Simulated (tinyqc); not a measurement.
Coherent transport through a tight-binding region between two chains, step by step. Computed by tinyqc, a small Python program that keeps every step. Settings: temperature = 4, mu = 0.06. Command: `OMP_NUM_THREADS=1 python tinyqc.py 30396 30397 out.jsonl` (the two numbers bound the seeds that draw the settings). One thread of a shared host (Intel(R) Xeon(R) Processor @ 2.60GHz), about 0.07 s of CPU time with the checks.

## Transmission at E = 0.79 eV

H of the central region (eV), lower triangle:
```
,1,2,3
1,0.000000
2,-1.480000,0.000000
3,0.000000,-1.480000,0.000000
```

Leads: semi-infinite chains with site energy 0:
```
parameter,value
lead hopping t (eV),2.210000
coupling to the left lead (eV),0.640000
coupling to the right lead (eV),1.390000
left contact site,1
right contact site,3
```

E = 0.790000 eV

Surface Green function g = (E - i sqrt(4 t^2 - E^2)) / (2 t^2); self-energy tc^2 g on each contact site; G = (E - H - Sigma)^(-1); Gamma = -2 Im Sigma; T = Gamma_L Gamma_R |G_LR|^2; local density of states -Im G_ii / pi.

g = 0.080875-0.445203i 1/eV

G (1/eV), lower triangle:
```
,1,2,3
1,0.337181-0.446188i
2,0.448265+0.186636i,-0.206247-0.150678i
3,-0.576457+0.346565i,0.337502-0.106207i,0.396304-0.289874i
```

local density of states (1/eV): 0.142026  0.047962  0.092270

transmission = 0.283855

## Transmission across the band

The same steps on a grid of energies.

T(E):
```
E (eV),T
-4.19900000,0.000181
-3.77910000,0.001111
-3.35920000,0.004573
-2.93930000,0.020614
-2.51940000,0.133115
-2.09950000,0.508862
-1.67960000,0.277435
-1.25970000,0.222641
-0.83980000,0.271561
-0.41990000,0.426604
0.00000000,0.577281
0.41990000,0.426604
0.83980000,0.271561
1.25970000,0.222641
1.67960000,0.277435
2.09950000,0.508862
2.51940000,0.133115
2.93930000,0.020614
3.35920000,0.004573
3.77910000,0.001111
4.19900000,0.000181
```

levels of the isolated region (eV): -2.093036  0.000000  2.093036

## Current

I = (2e/h) int T(E) [f(E - mu - V/2) - f(E - mu + V/2)] dE at 4 K with mu = 0.06 eV, the bias not changing H; 2e^2/h = 77.48092 microsiemens; the integral runs over the band on 4001 points.

Current:
```
V (volt),I (microampere)
0.010000,0.453133
0.050000,2.227050
0.100000,4.423892
0.200000,8.826519
0.400000,17.293215
0.800000,32.328745
```
